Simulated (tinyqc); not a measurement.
Resistance of a tapered via with liner, size effect and interface: via resistance against the sidewall angle.

A round via whose diameter grows from db at the bottom as D(z) = db + 2 z/tan(ang). The fill, of diameter D - 2 tl, starts above the bottom liner (thickness fb tl) and has rho = rho0 (1 + ks lam/(D - 2 tl)); the sidewall liner conducts in parallel with it. The bottom liner and the interface are crossed over the full area pi db^2/4. Spreading in the lines above and below is left out.

Slices between z0 = fb tl and hv, evaluated at their midpoints: conductance per length pi/4 [(D - 2 tl)^2/rho + (D^2 - (D - 2 tl)^2)/rl], slice resistance = slice height over that. 2000 slices. R_fill = sum of the slices; R_bottom = rl fb tl/(pi db^2/4); R_interface = ri/(pi db^2/4); ballistic (Sharvin) limit 1/(Sb pi (db - 2 tl)^2/4); ideal cylinder rho0 hv/(pi db^2/4).

Inputs (values chosen for the exercise); fill metal close to copper:
```
symbol,value,unit,meaning
db,41,nm,diameter at the bottom
hv,51,nm,height
rho0,1.67,uohm cm,bulk resistivity of the fill
lam,39.5,nm,mean free path of the fill
ks,0.7,,size-effect factor
tl,1.7,nm,liner on the sidewall
fb,1,,liner at the bottom over that on the sidewall
rl,240,uohm cm,resistivity of the liner
ri,3.8e-12,ohm cm^2,interface resistivity at the bottom
Sb,1.1e15,S/m^2,"ballistic conductance per area, about 3/(4 rho0 lam)"
```

The same in every row: R_bottom (ohm) = 3.0903; R_interface (ohm) = 0.28782; ballistic limit (ohm) = 0.81873.

Via resistance against the sidewall angle:
```
ang (degrees)  R_fill (ohm)  R (ohm)  R over ideal cylinder  largest part
90                   1.2838   4.6619                 7.2267  bottom liner
89                   1.2118   4.5899                 7.1150  bottom liner
88                   1.1470   4.5251                 7.0146  bottom liner
87                   1.0883   4.4664                 6.9236  bottom liner
86                   1.0349   4.4131                 6.8409  bottom liner
84                  0.94142   4.3196                 6.6959  bottom liner
82                  0.86206   4.2402                 6.5729  bottom liner
```

R falls from 4.66 to 4.24 ohm. The bottom liner is the largest part at ang = 90 and in all other rows. The share of the two bottom terms goes from 72.5 to 79.7 %. In every row the ballistic limit exceeds half of R_fill, so the diffusive model understates R.

Computed by the program tinyqc: `OMP_NUM_THREADS=1 python tinyqc.py 2750079 2750080 out.jsonl`, one thread of a shared Intel Xeon 2.30GHz, about 0.01 s for the whole run.
